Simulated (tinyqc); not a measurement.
Small-signal admittance of a forward-biased p+-n diode: one step of the calculation.

Holes injected into a neutral base of width wb with an ohmic contact at its end; low injection, p0 far above the equilibrium density. A small voltage v exp(i w t), w = 2 pi f, modulates the edge density by p0 v/Vt, and the small-signal density obeys Dp d2p/dx2 = (1/tau + i w) p.

Question. Closed-form admittance. L = sqrt(Dp tau); direct current J = (q Dp p0/L) coth(wb/L); k = sqrt(1 + i w tau)/L; diffusion admittance Y = (q Dp p0/Vt) k coth(k wb) = G + i w C_diff; junction capacitance C_j = sqrt(q eps0 eps_r Nd/(2 Vr)) in the depletion approximation, with the remaining barrier Vr = Vt ln(Na/p0), a rough value under forward bias; base-width modulation is left out.

Inputs (values chosen for the exercise); permittivity close to that of gallium arsenide:
- T = 275 K (temperature)
- eps_r = 12.9 (relative permittivity)
- Nd = 1e16 cm^-3 (donor density of the base)
- Dp = 6.8 cm^2/s (hole diffusion coefficient)
- tau = 3e-7 s (hole lifetime)
- wb = 50 um (width of the neutral base)
- p0 = 1.3e13 cm^-3 (excess hole density at the junction edge)
- Na = 5e18 cm^-3 (acceptor density of the p+ side)
- f = 5e5 Hz (signal frequency)

Constants: q = 1.602176634e-19 C, kB = 1.380649e-23 J/K, Vt = kB T/q, eps0 = 8.8541878128e-14 F/cm where lengths are in cm. Results are converted to the units shown.

Give: L; J; k wb; Y; C_diff; C_j.

Answer.

L = 14.28 um
J = 0.009934 A/cm^2
k wb = 3.814+1.514i
Y = 0.4555+0.1808i S/cm^2
C_diff = 0.05754 uF/cm^2
C_j = 0.05479 uF/cm^2

G is 1.09 times its low-frequency value J/Vt, and C_diff is 1.05 times C_j.

Numbers from tinyqc (`OMP_NUM_THREADS=1 python tinyqc.py 2890215 2890216 out.jsonl`; about 0.01 s on one thread of a shared Intel Xeon 2.30GHz).
